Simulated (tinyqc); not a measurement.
Thermodynamics of metal silicides: hull, first phase, silicon consumed, nucleation and stability against SiO2: one step, computed by the program tinyqc.

Entropies of formation of the solids are neglected, so heats stand for free energies. Si fractions: M2Si 0.3333, MSi 0.5000, MSi2 0.6667.

Task: Nucleation of MSi2 from MSi and Si. Where free silicon remains, MSi + Si -> MSi2 gains dH = 3 H(MSi2) - 2 H(MSi) per mole of M; per volume dG = |dH|/V(MSi2); r* = 2 gamma/dG, W* = 16 pi gamma^3/(3 dG^2). For comparison the same with MSi forming from the elements, 2 |H(MSi)|/V(MSi).

Inputs (values chosen for the exercise, for a model metal):
```
quantity                          value          unit
heat of formation of MSi          -37.1  kJ/mol atoms
heat of formation of MSi2         -25.9  kJ/mol atoms
change of interface energy gamma   0.24         J/m^2
temperature T                       750             K
```

Phases: M2Si, MSi, MSi2.

volumes of the three phases per mole of M (cm^3/mol): 10  14.9  23.5

Constants: e = 1.602176634e-19 C; k_B = 8.617333262e-05 eV/K.

Give: dH of the reaction; driving force; critical radius; barrier W*; W*/(k_B T); barrier for MSi from the elements.

Result:

dH of the reaction = -3.5 kJ/mol M

driving force = 0.1489 kJ/cm^3

critical radius = 3.223 nm

barrier W* = 65.17 eV

W*/(k_B T) = 1008

barrier for MSi from the elements = 0.05830 eV

The barrier is 1100 times that of MSi from the elements, since little energy is left to gain: homogeneous nucleation is out of reach, and only sites that cut the interface energy (grain boundaries, triple junctions) can start it.
